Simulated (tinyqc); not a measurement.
# Small-signal admittance of a forward-biased p+-n diode: effects of single changes

Holes injected into a neutral base of width wb with an ohmic contact at its end; low injection, p0 far above the equilibrium density. A small voltage v exp(i w t), w = 2 pi f, modulates the edge density by p0 v/Vt, and the small-signal density obeys Dp d2p/dx2 = (1/tau + i w) p.

Inputs (values chosen for the exercise); permittivity close to that of gallium arsenide: temperature T = 275 K; relative permittivity eps_r = 12.9; donor density of the base Nd = 7.7e16 cm^-3; hole diffusion coefficient Dp = 8 cm^2/s; hole lifetime tau = 8e-9 s; width of the neutral base wb = 0.48 um; excess hole density at the junction edge p0 = 1.7e14 cm^-3; acceptor density of the p+ side Na = 8e19 cm^-3; series resistance Rs = 0.0087 ohm cm^2; signal frequency f = 9.1e7 Hz.

Constants: q = 1.602176634e-19 C, kB = 1.380649e-23 J/K, Vt = kB T/q, eps0 = 8.8541878128e-14 F/cm where lengths are in cm. Results are converted to the units shown.

Each table varies one quantity; the others keep the values above.

## Admittance against frequency

L = sqrt(Dp tau); direct current J = (q Dp p0/L) coth(wb/L); k = sqrt(1 + i w tau)/L; diffusion admittance Y = (q Dp p0/Vt) k coth(k wb) = G + i w C_diff; junction capacitance C_j = sqrt(q eps0 eps_r Nd/(2 Vr)) in the depletion approximation, with the remaining barrier Vr = Vt ln(Na/p0), a rough value under forward bias; base-width modulation is left out. Measured admittance 1/[Rs + 1/(Y + i w C_j)].

The same in every row: C_j (uF/cm^2) = 0.1509.

Results:
```
f (Hz)    w tau  G (S/cm^2)  C_diff (uF/cm^2)  measured G (S/cm^2)  measured C (uF/cm^2)  phase of the measured Y (degrees)
4e6      0.2011       193.9           0.01830                72.17               0.02344                             0.4676
2e7       1.005       193.9           0.01830                72.36               0.02333                              2.320
6e7       3.016       193.9           0.01830                73.91               0.02247                              6.539
1e9       50.27       207.2           0.01794                111.5              0.001815                              5.841
5e9       251.3       392.9           0.01310                114.7              8.085e-5                              1.269
2e10       1005       815.3          0.006478                114.9              5.305e-6                             0.3324
8e10       4021        1630          0.003242                114.9              3.391e-7                            0.08498
3e11    1.508e4        3156          0.001674                114.9              2.437e-8                            0.02290
```

Estimate the missing row, f = 3e8 Hz.

Computed row:
```
f (Hz)  w tau  G (S/cm^2)  C_diff (uF/cm^2)  measured G (S/cm^2)  measured C (uF/cm^2)  phase of the measured Y (degrees)
3e8     15.08       195.1           0.01827                94.23               0.01130                              12.74
```

With this row back in the table: G starts at J/Vt = 194 S/cm^2 and C_diff at (J tau/(2 Vt))(1 - 2 x/sinh 2x) = 0.0183 uF/cm^2, x = wb/L = 0.190. Between the last two rows G goes as f^(0.50) and C_diff as f^(-0.50); the limits are 1/2 and -1/2, reached when the signal penetrates only sqrt(Dp/w). The measured C is 86 % below C_diff + C_j in the first row and 100 % below it in the last, the difference being due to Rs.

## Effect of the hole lifetime

Same model as above.

The same in every row: C_j (uF/cm^2) = 0.1509.

Effect of the hole lifetime:
```
tau (s)    w tau  G (S/cm^2)  C_diff (uF/cm^2)  measured G (S/cm^2)  measured C (uF/cm^2)  phase of the measured Y (degrees)
8e-11    0.04574       380.2           0.01261                89.18              0.008506                              3.121
4e-10     0.2287       235.6           0.01679                79.87               0.01678                              6.848
2e-9       1.144       200.8           0.01804                76.68               0.02047                              8.680
8e-9       4.574       194.0           0.01830                75.99               0.02133                              9.118
4e-8       22.87       192.1           0.01837                75.80               0.02157                              9.241
2e-7       114.4       191.8           0.01838                75.77               0.02162                              9.266
8e-7       457.4       191.7           0.01839                75.76               0.02163                              9.271
```

What does the table show?

As tau goes from 8e-11 to 8e-7, G falls from 380 to 192 S/cm^2, C_diff rises from 0.0126 to 0.0184 uF/cm^2 and the measured C rises from 0.00851 to 0.0216 uF/cm^2. C_diff stays below C_j.

Program tinyqc, `OMP_NUM_THREADS=1 python tinyqc.py 2890112 2890113 out.jsonl`; Intel Xeon 2.30GHz, shared host, one thread, about 0.01 s.
